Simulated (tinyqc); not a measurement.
Inside a calculation. Model: trench capacitor in an array: capacitance, non-linearity, leakage and relaxation.

Numbers from tinyqc (`OMP_NUM_THREADS=1 python tinyqc.py 2102160 2102161 out.jsonl`; about 0.01 s on one thread of a shared Intel Xeon 2.30GHz). Printed values are rounded.

A film between two metal electrodes, each interface adding a series capacitance ci. The small-signal permittivity is ek (1 + aq E^2); the field is found with the linear permittivity. Leakage J = J0 sinh(E/Ef). After a voltage step the film passes a relaxation current kr C V tt^(-nr), tt being the time in seconds. The sidewall is a coaxial capacitor with radii a = dm/2 - t and b = dm/2, depth AR dm; the end face is left out.

Inputs (values chosen for the exercise); permittivity of the order of that of silicon nitride:
- ek = 6.59 (relative permittivity of the film)
- t = 6.8 nm (film thickness)
- ci = 180 uF/cm^2 (capacitance of each electrode interface (dead layer and screening))
- aq = 0.0014 cm^2/MV^2 (quadratic field coefficient of the permittivity)
- V = 1.6 V (bias)
- J0 = 5.6e-10 A/cm^2 (leakage prefactor)
- Ef = 0.15 MV/cm (field for an e-fold rise of the leakage)
- dm = 70 nm (diameter of the hole)
- AR = 30 (aspect ratio, depth over diameter)
- pt = 140 nm (pitch of the square array)
- rho = 410 uohm cm (resistivity of the inner electrode)

Constants: eps0 = 8.8541878128e-14 F/cm where lengths are in cm. Results are converted to the units shown.

## Planar capacitance, field and non-linearity

Planar film: Cf = eps0 ek/t, 1/C = 1/Cf + 2/ci, EOT = 3.9 eps0/C, effective permittivity C t/eps0, E = (V/t) C/Cf; quadratic coefficient [C(V)/C - 1]/V^2 with Cf (1 + aq E^2) in C(V).

Cf = 0.8580750 uF/cm^2
C = 0.8499712 uF/cm^2
EOT = 4.062647 nm
effective permittivity = 6.527763
E = 2.330720 MV/cm
quadratic coefficient = 2942.496 ppm/V^2
J = 0.001567771 A/cm^2

The interfaces take 0.944 % of the voltage.

## Cell capacitance, fields and time constant

Per length 1/c = ln(b/a)/(2 pi eps0 ek) + (1/a + 1/b)/(2 pi ci); cell capacitance c AR dm; per footprint over pt^2; fields c V/(2 pi eps0 ek r) at r = a and b; resistance of the inner electrode rho AR dm/(pi a^2); time constant R C/3 of the distributed line.

a = 28.2 nm
b = 35 nm
cell capacitance = 3.529995 fF
capacitance per footprint = 18.01018 uF/cm^2
field at a = 2.601427 MV/cm
field at b = 2.096007 MV/cm
R = 3.446316 kohm
R C/3 = 4.055159 ps

The array gives 21.2 times the planar capacitance per footprint; curvature makes the field at the inner electrode 1.12 times the planar value.
